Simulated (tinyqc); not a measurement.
## Energy and delay of logic against supply voltage: energy and delay against supply voltage

One expression serves below and above threshold: I(Vg) = Ik [ln(1 + exp((Vg - VT + dd V)/(al nf Vt)))]^al, with I_on = I(V) and I_off = I(0). Gate delay td = kd C V/I_on, clock period LD td. Per gate and cycle the switching energy is act C V^2 and the leakage energy I_off V LD td. No short-circuit current, no variation. Minima are sought above 0.09 V; below a few Vt gates no longer switch and the model has no meaning.

EDP = energy times td.

Parameters, values chosen for the exercise; values of the order met in logic technologies:
```
symbol,value,unit,meaning
T,358,K,temperature
VT,0.18,V,threshold voltage at zero drain bias
nf,1.26,,slope factor
dd,0.11,,barrier lowering per volt of supply
Ik,0.87,uA,specific current of a gate
al,1.52,,exponent of the current law
C,3.6,fF,load capacitance of a gate
kd,0.6,,delay factor
LD,60,,logic depth
act,0.05,,activity factor
```

Constants: q = 1.602176634e-19 C, kB = 1.380649e-23 J/K, Vt = kB T/q. Results are converted to the units shown.

Results:
```
V (V)	I_on (uA)	I_off (nA)	td (ps)	switching (aJ)	leakage (aJ)	energy (aJ)	EDP (fJ ps)
0.15	0.38554	12.376	840.39	4.0500	93.603	97.653	82.067
0.27	2.7846	17.185	209.44	13.122	58.306	71.428	14.960
0.38	7.4543	23.165	110.11	25.992	58.157	84.149	9.2658
0.5	14.441	31.989	74.788	45.000	71.772	116.77	8.7331
0.62	22.912	44.008	58.449	69.192	95.685	164.88	9.6368
0.85	42.536	80.023	43.164	130.05	176.16	306.21	13.217
0.97	54.314	108.38	38.576	169.36	243.32	412.68	15.920
1.08	65.945	142.22	35.375	209.95	326.01	535.96	18.960
1.2	79.486	189.80	32.609	259.20	445.63	704.83	22.984
```

Estimate the missing row, V = 0.73 V.

Computed row:
```
V (V)	I_on (uA)	I_off (nA)	td (ps)	switching (aJ)	leakage (aJ)	energy (aJ)	EDP (fJ ps)
0.73	31.783	58.720	49.611	95.922	127.60	223.52	11.089
```

With this row back in the table: td falls from 840 to 32.6 ps; the energy goes from 97.7 through a minimum of 71.4 (at V = 0.27 V among the rows listed) to 705 aJ and the EDP goes from 82.1 through a minimum of 8.73 (at V = 0.5 V among the rows listed) to 23.0 fJ ps. The exact minima lie at V = 0.269 V for the energy and 0.466 V for the EDP. Going from 1.2 V to the energy minimum saves a factor of 9.87 in energy and costs a factor of 6.50 in delay. Below the minimum the leakage energy rises faster than the switching energy falls, because the clock period grows so steeply.

tinyqc, about 0.01 s, one thread, Intel Xeon 2.30GHz (shared host): `OMP_NUM_THREADS=1 python tinyqc.py 2082136 2082137 out.jsonl`
